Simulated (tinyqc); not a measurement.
# Worked calculation: MOSFET in the linear regime without short-channel effects, parameter extraction from computed curves

Numbers from tinyqc (`OMP_NUM_THREADS=1 python tinyqc.py 2210159 2210160 out.jsonl`; about 0.01 s on one thread of a shared Intel Xeon 2.30GHz). Printed values are rounded.

Inversion charge Q = Cox n Vt W0(exp((Vg - VT)/(n Vt))), W0 the Lambert function and n = nf; u = Q/Cox; mobility mu = mu0/(1 + th1 u + th2 u^2); channel resistance Rch = (L - dL)/(W mu Q); Id = Vd/(Rch + Rsd/W). Cox = eps0 eox/tox. Small Vd, no channel-length or drain effects.

Inputs (values chosen for the exercise); channel values of the order met in silicon transistors:
- T = 77 K (temperature)
- eox = 8.77 (relative permittivity of the gate insulator (close to aluminium oxide))
- tox = 5.2 nm (insulator thickness)
- mu0 = 330 cm^2/(V s) (low-field mobility)
- th1 = 0.44 1/V (first mobility attenuation factor)
- th2 = 0 1/V^2 (second mobility attenuation factor)
- VT = 0.23 V (threshold voltage)
- nf = 1.31 (body factor)
- W = 0.5 um (gate width)
- L = 1.1 um (drawn gate length)
- dL = 0.011 um (drawn less effective length)
- Rsd = 160 ohm um (source plus drain resistance)
- Vd = 0.02 V (drain voltage)

Constants: q = 1.602176634e-19 C, kB = 1.380649e-23 J/K, Vt = kB T/q, eps0 = 8.8541878128e-14 F/cm where lengths are in cm. Results are converted to the units shown.

## Transfer curve

Vg, point 0 to 8 (V): 0.03  0.13  0.23  0.33  0.43  0.53  0.63  0.73  0.83

u, mu, Rch and Id as defined.

```
point         u (V)  mu (cm^2/(V s))    Rch (ohm)       Id (uA)
0      8.841264e-13              330  4.999017e15  4.000787e-12
1       8.766379e-8         330.0000  5.041720e10   3.966900e-7
2       0.004929782         329.2857   8.984880e5    0.02225169
3        0.08063765         318.6926     56754.86     0.3504170
4         0.1739548         306.5376     27352.24     0.7227460
5         0.2701292         294.9439     18306.36      1.073747
6         0.3674546         284.0713     13972.75      1.399311
7         0.4654006         273.9098     11441.38      1.700481
8         0.5637344         264.4139     9784.846      1.979248
```

## Threshold and mobility at the peak transconductance

gm_i = (Id_(i+1) - Id_(i-1))/(Vg_(i+1) - Vg_(i-1)); at the point j of largest gm the tangent meets the axis at V_ext = Vg_j - Id_j/gm_j; field-effect mobility gm_j L/(W Cox Vd) with the drawn L.

gm, point 1 to 7 (uS): 0.1112585  1.752083  3.502472  3.616652  3.382826  3.133667  2.899686
j = 4
V_ext = 0.2301616 V
field-effect mobility = 266.4124 cm^2/(V s)

V_ext is 0.16 mV above the model VT, and the mobility so found is 20 % below mu0 L/(L - dL) = 333 cm^2/(V s), the value for the drawn L; attenuation, series resistance and the slow approach of Q to a straight line all lower the peak gm.

## The Y function

Y_i = Id_i/sqrt(gm_i). For Id = beta Vd x/(1 + th x), x = Vg - VT, Y = sqrt(beta Vd) x whatever th. Slope s from points 4 and 7; VT_Y = Vg - Y/s at point 7; beta = s^2/Vd; mobility beta L/(W Cox) with the drawn L; th* = (beta Vd x/Id - 1)/x at point 7.

Y, point 1 to 7 (uA^0.5 V^0.5): 1.189282e-6  0.01681070  0.1872397  0.3800427  0.5837976  0.7904745  0.9986107
s = 2.061893 uA^0.5 V^-0.5
VT_Y = 0.2456827 V
beta = 212.5702 uA/V^2
mobility from Y = 313.1700 cm^2/(V s)
th* = 0.4353573 1/V

The mobility from Y is 6.0 % below mu0 L/(L - dL) = 333 cm^2/(V s), which it should reach in deep inversion when th2 = 0. th* compares with th1 + mu0 Cox Rsd/(L - dL) = 0.512 1/V, since series resistance enters like th1.
